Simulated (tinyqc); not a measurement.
From results back to parameters: six-band k.p model of the valence band of a wurtzite crystal. Three cases, with inputs chosen for the exercise.

Problem. In the quasi-cubic model the splittings of an unstrained wurtzite crystal obey (E1 - E2) + (E1 - E3) = Dcr + Dso and (E1 - E2)(E1 - E3) = (2/3) Dcr Dso. The two splittings are given, and it is known that Dcr < Dso.

Find: sum; product; Dcr; Dso.

Method. Dcr and Dso are the roots of t^2 - S t + (3/2) P = 0; the energies alone cannot tell which is which, since the formulas are symmetric in the two.

Case 1.

E1 - E2, E1 - E3 (meV): 14.5148  73.1852

Solution.

sum = 87.70 meV
product = 1062.3 meV^2
Dcr = 25.7 meV
Dso = 62.0 meV

Case 2.

E1 - E2, E1 - E3 (meV): 21.9967  445.9033

Solution.

sum = 467.90 meV
product = 9808.4 meV^2
Dcr = 33.9 meV
Dso = 434.0 meV

Case 3.

E1 - E2, E1 - E3 (meV): 15.8198  77.2802

Solution.

sum = 93.10 meV
product = 1222.6 meV^2
Dcr = 28.3 meV
Dso = 64.8 meV

Computed by tinyqc, one run a case: `OMP_NUM_THREADS=1 python tinyqc.py N N+1 out.jsonl` with N = 1050037, 1050060, 1050061; one thread of a shared Intel(R) Xeon(R) Processor @ 2.30GHz, about 0.01 s a run at most.
